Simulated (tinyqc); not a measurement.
Formation energy of a charged point defect from supercell energies: one step, computed by the program tinyqc.

The host is a compound AB. Making the defect adds n_A = 1, n_B = 0 atoms to the cell. All total energies are inputs. E_F is counted from the valence-band maximum (VBM); x = 0 is A-rich and x = 1 B-rich growth.

Problem. Formation energies at E_F = 0. E_f(q, E_F) = [E(defect, q) - E(host)] - sum n_i mu_i + q (E_VBM + dV + E_F) + E_corr(q).

Inputs (values chosen for the exercise, for a model compound AB):
```
quantity                 value      unit
gap E_g                   2.48        eV
E_VBM of the host cell   3.597        eV
potential alignment dV   0.033        eV
dielectric constant eps   7.44         -
cell length L              9.4  angstrom
```

Defect: A interstitial. Supercell lattice: bcc.

charge states q: 0  -1  -2

E(defect, q) - E(host), in the order of q (eV): 0.136  5.542  8.677

sum n_i mu_i = -3.5968 eV

E_corr (eV): (q=0) 0.000000, (q=-1) 0.297364, (q=-2) 1.189454

Give: E_f(q, 0).

Solution.

E_f(q, 0) (eV): (q=0) 3.733, (q=-1) 5.806, (q=-2) 6.203

Caution: the largest image-charge correction in these energies, q^2 alpha e^2/(8 pi eps_0 eps L) with alpha = 2.888462, exceeds a quarter of the gap; the point-charge term alone is then a rough estimate, usually too large for a charge that is spread out.
